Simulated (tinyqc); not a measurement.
# Pelgrom slope, floor and doping from two device sizes

Question. s^2 = A^2/(L W) + s0^2, with s0 independent of size and A = (q/Cox) sqrt(Na Wd/3) from random dopants alone, Cox = 3.9 eps0/ti. Find A, s0 and Na.

Parameters, values chosen for the exercise: oxide-equivalent thickness in inversion ti = 2.4 nm.

Constants: q = 1.602176634e-19 C, eps0 = 8.8541878128e-14 F/cm where lengths are in cm. Results are converted to the units shown.

s for gate areas 0.014 and 0.13 um^2 (mV): [8.23413205, 3.52722710]
Wd = 56.7948913 nm

Answer. s^2 is linear in 1/area: slope A^2, intercept s0^2.

A = 0.932 mV um
s0 = 2.40 mV
Na = 3.70e17 cm^-3

Numbers from tinyqc (`OMP_NUM_THREADS=1 python tinyqc.py 2090046 2090047 out.jsonl`; about 0.01 s on one thread of a shared Intel Xeon 2.30GHz).
